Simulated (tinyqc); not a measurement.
Koster-Slater impurity in a tight-binding band, by Green functions and by supercells: one step, computed by the program tinyqc.

One orbital per site, e(k) = -2 t sum cos(k_i) over 3 direction(s), band from -6 t to 6 t, lattice constant 1. One site has the extra energy U. Spin is left out.

Problem. The host Green function outside the band. Outside the band G0(E) = (1/pi) int_0^pi dk (2/(pi z)) K(16 t^2/z^2), z = E + 2 t cos k, K the complete elliptic integral with parameter m; 200 Gauss-Legendre points. A bound state solves 1/U = G0(E). Energies: 0.05, 0.2, 0.5, 1, 2, 4 and 8 t beyond the band edge on the side of U, rounded to four digits.

Inputs (values chosen for the exercise, for a model band): hopping t = 1.1 eV; impurity potential U = 4.96 eV.

Lattice: simple cubic.

Give: Scan on the side of U.

Solution.

Scan on the side of U:

| E (eV) | G0 (1/eV) | 1/U - G0 (1/eV) |
|---|---|---|
| 6.655 | 0.2131 | -0.0115 |
| 6.820 | 0.1960 | 0.0056 |
| 7.150 | 0.1762 | 0.0254 |
| 7.700 | 0.1550 | 0.0466 |
| 8.800 | 0.1281 | 0.0735 |
| 11.000 | 0.0974 | 0.1042 |
| 15.400 | 0.0671 | 0.1345 |

G0 stays finite at the band edge, 0.252731/t in size, so binding needs |U| > 3.957 t.
